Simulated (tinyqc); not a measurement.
Inside a calculation. Model: charge stability of a double quantum dot, constant-interaction model with a charge sensor.

Computed by the program tinyqc: `OMP_NUM_THREADS=1 python tinyqc.py 2470036 2470037 out.jsonl`, one thread of a shared Intel Xeon 2.30GHz, about 0.01 s for the whole run. Printed values are rounded.

Capacitance matrix C = [[C1, -Cm], [-Cm, C2]], C1 = G1 + X1 + Cm + L1, C2 = G2 + X2 + Cm + L2. Gate charges n1 = (G1 V1 + X1 V2)/q, n2 = (X2 V1 + G2 V2)/q. The state (N1, N2) has U = (1/2) d^T E d with d = (N1 - n1, N2 - n2) and E = q^2 C^(-1). Leads at 0 V; no tunnel coupling, spin or level spacing. The sensor reads s1 <N1> + s2 <N2>.

Parameters, values chosen for the exercise:
- G1 = 27 aF (gate 1 to dot 1)
- G2 = 19 aF (gate 2 to dot 2)
- X1 = 1 aF (gate 2 to dot 1)
- X2 = 2 aF (gate 1 to dot 2)
- Cm = 35 aF (between the dots)
- L1 = 44 aF (dot 1 to leads and ground)
- L2 = 49 aF (dot 2 to leads and ground)
- s1 = 0.81 (sensor weight of dot 1)
- s2 = 0.21 (sensor weight of dot 2)
- T = 0.99 K (temperature)
- V1 = 8.87 mV (voltage of gate 1)
- V2 = 7.71 mV (voltage of gate 2)

Constants: q = 1.602176634e-19 C, kB = 1.380649e-23 J/K, Vt = kB T/q. Results are converted to the units shown.

## Charging energies and lever arms

E = q^2 C^(-1) holds EC1, EC2 on the diagonal and ECm off it; the lever arms are A = C^(-1) [[G1, X1], [X2, G2]] (row: dot, column: gate).

C (aF):

|  | 1 | 2 |
|---|---|---|
| 1 | 107 | -35 |
| 2 | -35 | 105 |

E (meV):

|  | 1 | 2 |
|---|---|---|
| 1 | 1.680605 | 0.560202 |
| 2 | 0.560202 | 1.712616 |

lever arms (eV/V):

|  | 1 | 2 |
|---|---|---|
| 1 | 0.2902098 | 0.0769231 |
| 2 | 0.1157842 | 0.2065934 |

gate charges: n1 1.542901, n2 1.025043

ECm is 33.0 % of the geometric mean of EC1 and EC2.

## Energies and occupation of the charge states

U for N1, N2 = 0, 1, 2; p is proportional to exp(-U/kB T), normalised over these nine states.

| state | U (meV) | p |
|---|---|---|
| (0,0) | 3.786092 | 0.0000000 |
| (0,1) | 2.022559 | 0.0000000 |
| (0,2) | 1.971643 | 0.0000000 |
| (1,0) | 1.459157 | 0.0000002 |
| (1,1) | 0.255826 | 0.2667753 |
| (1,2) | 0.765111 | 0.0006816 |
| (2,0) | 0.812826 | 0.0003896 |
| (2,1) | 0.169697 | 0.7321507 |
| (2,2) | 1.239183 | 0.0000026 |

mean charges: <N1> 1.732543, <N2> 1.000294
sensor signal = 1.613422

The ground state is (2,1), 0.0861 meV (1.01 kB T) below (1,1).

## Triple points

The states (0,0), (1,0), (0,1) meet where E n = (EC1/2, EC2/2), and (1,1), (1,0), (0,1) where E n = (EC1/2 + ECm, EC2/2 + ECm); the gate voltages follow from n.

gate charges:

|  | n1 | n2 |
|---|---|---|
| electron point | 0.3741259 | 0.3776224 |
| hole point | 0.6258741 | 0.6223776 |

gate voltages (mV):

|  | V1 | V2 |
|---|---|---|
| electron point | 2.110349 | 2.962162 |
| hole point | 3.533326 | 4.876276 |

distance between the points = 2.385099 mV

The line between the two points is the (1,0)-(0,1) transition, where an electron moves from dot to dot.
